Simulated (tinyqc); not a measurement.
Floating body of a partially depleted SOI transistor: body voltage and kink: one step of the calculation.

Source at 0 V. Channel current Ic = 2 nf K Vt^2 [F(0) - F(Vd)](1 + la Vd), F(V) = ln^2(1 + exp((Vg - VT - nf V)/(2 nf Vt))), VT = VT0 - gb Vb. Saturation voltage Vs = 2 Vt sqrt(F(0)) + 3 Vt, excess Ve = (Vd - Vs + sqrt((Vd - Vs)^2 + 0.0004 V^2))/2, multiplication M1 = Ai Ve exp(-Bl/Ve). Each junction passes D(v) = J1 (exp(v/Vt) - 1) + J2 (exp(v/(2 Vt)) - 1). Bipolar current Ib = bb J1 (exp(Vb/Vt) - 1). The body settles where M1 (Ic + Ib) = D(Vb) + D(Vb - Vd) + Vb/Rb; drain current Id = (1 + M1)(Ic + Ib) - D(Vb - Vd).

Task. Drain current with floating and with grounded body. Id and VT at the converged Vb, Id at Vb = 0, their ratio, and the bipolar share Ib/(Ic + Ib).

Values chosen for this exercise; values of the order met in partially depleted silicon-on-insulator transistors: temperature T = 398 K; threshold at zero body voltage VT0 = 0.53 V; fall of the threshold per volt of body voltage gb = 0.14; slope factor nf = 1.38; gain factor per width K = 570 uA/(V^2 um); channel-length modulation factor la = 0.02 1/V; impact-ionisation prefactor Ai = 3.14 1/V; impact-ionisation voltage Bl = 6.9 V; diffusion saturation current of each junction J1 = 2.4e-9 uA/um; recombination saturation current of each junction J2 = 1e-7 uA/um; gain of the lateral bipolar transistor on the diffusion current bb = 0; resistance of a weak body tie to the source (1e9 stands for no tie, and the term is then dropped) Rb = 20000 kohm um; gate voltage Vg = 0.99 V; drain voltage Vd = 1.1 V.

Constants: q = 1.602176634e-19 C, kB = 1.380649e-23 J/K, Vt = kB T/q. Results are converted to the units shown.

converged Vb = 0.053380823 V

Wanted: VT; Id, floating; Id, grounded; ratio; bipolar share.

Result.

VT = 0.5225 V
Id, floating = 46.26 uA/um
Id, grounded = 44.81 uA/um
ratio = 1.032
bipolar share = 0.000 %

The body rises to 0.0534 V and lowers the threshold by 7.47 mV.

Range of the model: The multiplication law is an empirical form chosen for the exercise; self-heating and capacitive coupling to the body are left out, and the linear laws are rough once Vb passes about 0.7 V or M1 about 0.1.

Numbers from tinyqc (`OMP_NUM_THREADS=1 python tinyqc.py 2182188 2182189 out.jsonl`; about 0.2 s on one thread of a shared Intel Xeon 2.30GHz).
